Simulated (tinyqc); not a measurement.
Isochronal anneals: hydrogen passivation and dissociation of interface defects with a spread of activation energies. Computed by tinyqc, a small Python program. Command: `OMP_NUM_THREADS=1 python tinyqc.py 3030583 3030584 out.jsonl passivation walk`. One thread of a shared host (Intel(R) Xeon(R) Processor @ 2.30GHz), about 0.01 s of CPU time with the checks.

Active defects P react as P + H2 -> HP + H and HP -> P + H; released atomic hydrogen is removed. All defects start active. Activation energies are normally distributed, independently for the two reactions.

Inputs (values chosen for the exercise, for a model interface): mean passivation energy E_f = 1.61 eV; spread s_f = 0.12 eV; prefactor k_f0 = 4.3e-09 cm^3/s; mean dissociation energy E_d = 2.82 eV; spread s_d = 0.09 eV; prefactor k_d0 = 3.3e+13 1/s; dissolved hydrogen [H2] = 9.2e+16 cm^-3; anneal time t = 1300 s.

Ambient: hydrogen.

Constants: k_B = 8.617333262e-05 eV/K.

Method. a = k_f0 [H2] exp(-E_f/k_B T), b = k_d0 exp(-E_d/k_B T); the active share of one kind of site is b/(a + b) + (a/(a + b)) exp(-(a + b) t). Full average: z from -5 to 5 in steps of 0.125 with normalised weights exp(-z^2/2), energy = mean + spread x z, over both energies.

Same time, other temperatures:
```
T (K)     a (1/s)     b (1/s)  active share, single energy  active share, spread
450    3.6817e-10  8.6279e-19                   1.0000e+00               0.99995
525    1.3866e-07  2.8035e-14                   9.9982e-01               0.99548
600    1.1854e-05  6.7851e-11                   9.8471e-01               0.91137
675    3.7710e-04  2.9070e-08                   6.1250e-01               0.53231
750    6.0053e-03  3.7064e-06                   1.0215e-03               0.11862
825    5.7817e-02  1.9572e-04                   3.3738e-03               0.02506
900    3.8164e-01  5.3359e-03                   1.3789e-02               0.05274
975    1.8843e+00  8.7483e-02                   4.4366e-02               0.10991
1050   7.4062e+00  9.6186e-01                   1.1494e-01               0.19652
1125   2.4253e+01  7.6819e+00                   2.4055e-01               0.30842
```

What follows from these numbers?

The active share is lowest, 0.0251, at 825 K of those listed: below, passivation is too slow for this time, and above, dissociation competes. A single energy would promise 0.00102 (at 750 K), so among these rows the spread raises the floor by a factor 25.

Extremes, crossings and ranges named in words are read from the listed rows.
